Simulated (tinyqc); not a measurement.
Scaling with the misfit: strain-driven roughening and islands of a mismatched epitaxial film. Computed by tinyqc, a small Python program. Command: `OMP_NUM_THREADS=1 python tinyqc.py 3000831 3000832 out.jsonl island walk`. One thread of a shared host (Intel(R) Xeon(R) Processor @ 2.30GHz), about 0.01 s of CPU time with the checks.

Film and substrate share isotropic elastic constants; the film is coherent and biaxially strained.

Inputs (values chosen for the exercise, modelled on GaN on AlN):
```
quantity,value,unit
misfit |f|,0.0248,-
shear modulus G,120,GPa
Poisson ratio nu,0.22,-
surface energy gamma,1.76,J/m^2
contact angle of the shallow shape theta_1,8.67,degrees
contact angle of the steep shape theta_2,32.3,degrees
facet energy of shape 1 over gamma,1.001,-
facet energy of shape 2 over gamma,1.035,-
surface mobility D_s nu_s Omega^2/(k_B T),1e-33,m^6/(J s)
```

Transport: surface diffusion.

Constants: e = 1.602176634e-19 C.

Method:
- M = 2 G (1 + nu)/(1 - nu); stress = M f; energy density w = M f^2.
- A ripple A cos(k x) has the surface chemical potential per volume [gamma k^2 - 2 (1 + nu) w k] A cos(k x), so k_c = 2 (1 + nu) w/gamma. With surface diffusion the amplitude grows at the rate q = B k^2 [2 (1 + nu) w k - gamma k^2], fastest at k_m = (3/4) k_c. B is the surface mobility.
- Shallow faceted island (Tersoff form): E = 4 Gam V^(2/3) tan^(1/3)(theta) - 6 c V tan(theta), Gam = gamma [x/sin(theta) - 1/tan(theta)], x the facet energy over gamma, c = stress^2 (1 - nu)/(2 pi G).
- The barrier is the maximum of E, at V_c = [4 Gam/(9 c)]^3 / tan^2(theta) (1 GPa nm = 1 J/m^2).
- V_c = [4 Gam/(9 c)]^3/tan^2(theta), barrier = (4/3) Gam V_c^(2/3) tan^(1/3)(theta); the growth time is 1/q at k_m.

fastest wavelength = 26.1735 nm

growth time 1/q at k_m = 0.513258 s

critical volume, shape 1 = 16.0012 nm^3

barrier, shape 1 = 4.09622 eV

Misfit scaled at fixed constants:
```
|f| (%),fastest wavelength (nm),growth time (s),V_c of shape 1 (nm^3),barrier of shape 1 (eV)
0.620,418.78,3.3637e+04,6.5541e+04,1.0486e+03
0.868,213.66,2.2792e+03,8.7045e+03,2.7297e+02
1.240,104.69,1.3139e+02,1.0241e+03,6.5540e+01
1.736,53.42,8.9033e+00,1.3601e+02,1.7060e+01
2.480,26.17,5.1326e-01,1.6001e+01,4.0962e+00
3.472,13.35,3.4779e-02,2.1251e+00,1.0663e+00
```

Halving the misfit stretches the wavelength 4 times, the barrier 16 times, the volume 64 times and the time 256 times: f^(-2), f^(-4), f^(-6), f^(-8). Over these rows the time spans 6.0 decades: strongly mismatched films tend to roughen first, while dilute alloys have time to stay flat. Rows with wavelengths under 10 nm or volumes under 5 nm^3 are beyond the continuum picture.

Extremes, crossings and ranges named in words are read from the listed rows.
